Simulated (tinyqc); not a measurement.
# Stress in a transistor channel from embedded alloy regions, liners and fins, by half-space elasticity, step by step

A worked calculation. Computed by tinyqc, a small Python program that keeps every step. Command: `OMP_NUM_THREADS=1 python tinyqc.py 3018530 3018531 out.jsonl stressor walk`. One thread of a shared host (Intel(R) Xeon(R) Processor @ 2.30GHz), about 0.01 s of CPU time with the checks. Intermediate numbers are printed to about 6 digits and carried at full precision; extremes and crossings named in words are read from the listed rows.

Plane strain in an isotropic half-space, the same constants everywhere; x along the channel from its centre, y downwards from the free surface; stress is positive in tension.

Inputs (values chosen for the exercise, modelled on silicon): alloy fraction x = 0.4; lattice change per unit x, beta = 0.0412; Young's modulus E = 161 GPa; Poisson ratio nu = 0.21; channel length L = 78 nm; length of each stressor S = 70 nm; recess depth d = 75 nm; depth of the field point y = 5 nm; liner stress = -1.2 GPa; liner thickness t = 20 nm; length of a cut fin or stripe = 780 nm; height of the strained layer h = 58 nm; longitudinal piezoresistance coefficient = 71.6 1e-11/Pa; vertical piezoresistance coefficient = -1 1e-11/Pa.

Stressor: Si(1-x)Ge(x) source and drain.

## Misfit and the pressure on the side walls

Misfit e = beta x. A fully constrained inclusion holds the stress -p with p = E e/(1 - 2 nu); a blanket film would hold -E e/(1 - nu) in the plane.

misfit e = 0.01648

p = 4.57462 GPa

stress of a blanket film = -3.35858 GPa

## Stress at the centre of the channel

A line element dA of misfit at (a, c) in the half-space gives, with C = E e/(2 pi (1 - nu)), X = x - a, r1^2 = X^2 + (y - c)^2, r2^2 = X^2 + Y^2, Y = y + c: s_xx = -C dA {[X^2 - (y - c)^2]/r1^4 + 3 [X^2 - Y^2]/r2^4 + 4 y Y (Y^2 - 3 X^2)/r2^6}, s_yy = C dA {[X^2 - (y - c)^2]/r1^4 - [X^2 - Y^2]/r2^4 + 4 y Y (Y^2 - 3 X^2)/r2^6}. These are integrated over two rectangles, L/2 < |a| < L/2 + S, 0 < c < d (closed form in a, 200 Gauss-Legendre points in c).

s_xx = -1720.48 MPa

s_yy = -0.215782 MPa

s_xx over the blanket-film stress = 0.512264

The channel is compressed along its length; s_yy is 1.3e-4 of s_xx in size and vanishes at the surface.

## Closed form at the surface

At x = y = 0 the integral is s_xx = -(4/pi) [E e/(1 - nu)] [arctan(2 d/L) - arctan(d/(L/2 + S))].

s_xx at the surface = -2089.39 MPa

For fixed L and S it is largest at d = sqrt((L/2)(L/2 + S)) = 65.2 nm; d is beyond that.

## A stressed liner, as two edge forces

The liner over source and drain ends at the gate, x = -/+ L/2, and pulls there with the force per width F = (liner stress) t along the surface. A tangential line force gives s_xx = (2 F/pi) X^3/(X^2 + y^2)^2 at the distance X; two of them add at the centre, X = L/2. For L > 3.5 y the concentrated force is an upper bound.

edge force F = -24 N/m

s_xx from the liner = -758.396 MPa

Caution: the real force is spread over several liner thicknesses, so for a channel this short the concentrated force clearly overstates the stress.

## Mobility change, linear estimate

d mu/mu = -(pi_L s_xx + pi_z s_yy) for the embedded regions alone; the stress across the width is left out.

mobility change = 123.186 %

The vertical stress supplies -2.2e-4 of these points. Caution: beyond a few hundred MPa bulk piezoresistance coefficients no longer describe an inversion layer well.

## Relaxation at the ends of a cut stripe

Shear-lag estimate for a stripe of length l and height h on a like substrate: the stress along it is s(x)/s_film = 1 - cosh(x/lam)/cosh(l/(2 lam)), lam = (pi/2) g h with g = 1.258; mean = 1 - (2 lam/l) tanh(l/(2 lam)).

transfer length lam = 114.612 nm

share kept at the centre = 0.933514

share kept on average = 0.706774

The stripe is long enough to keep its strain at the centre.

## Along the channel and with depth

The formulas are those given above.

Stress (MPa):
```
2x/L  s_xx at y  s_yy at y  s_xx at d/2  s_xx at 1.5 d
0.0    -1720.48     -0.216     -387.449        260.118
0.2    -1706.45      0.726     -399.327        265.964
0.4    -1652.91      4.698     -440.401        283.828
0.6    -1510.86     19.651     -523.730        314.083
0.8    -1117.64    123.479     -658.214        355.469
```

Near the surface s_xx changes by -35 % from the centre to 2x/L = 0.8. At the centre, s_xx at half the recess depth is 0.23 of its value at y, and below the recess -0.15. An element acts with the sign of X^2 - (y - c)^2, so its direct term reverses where the offset in depth exceeds the lateral distance, and the image terms that amplify the stress near the surface fade with depth.

## Shrinking the pitch

L and S are scaled together at fixed d, then S alone, then L alone.

S_xx at the centre (MPa):
```
scale  L and S scaled   S alone   L alone
0.35          -295.78   -721.78  -1546.04
0.50          -875.59   -996.94  -1762.60
0.70         -1363.76  -1320.51  -1819.66
1.00         -1720.48  -1720.48  -1720.48
1.40         -1837.69  -2126.92  -1493.91
2.00         -1729.51  -2552.38  -1161.68
3.00         -1419.20  -2986.21   -766.18
```

Halving S alone keeps 0.58 of the stress, halving L alone gives 1.02, and halving both 0.51: a shorter channel brings the walls closer, a shorter stressor brings its far wall, which pulls the other way, closer too. Neighbouring devices are left out.

Checks made by the program: surface stress against its closed form; zero normal stress at the surface (relative difference below 1e-10).
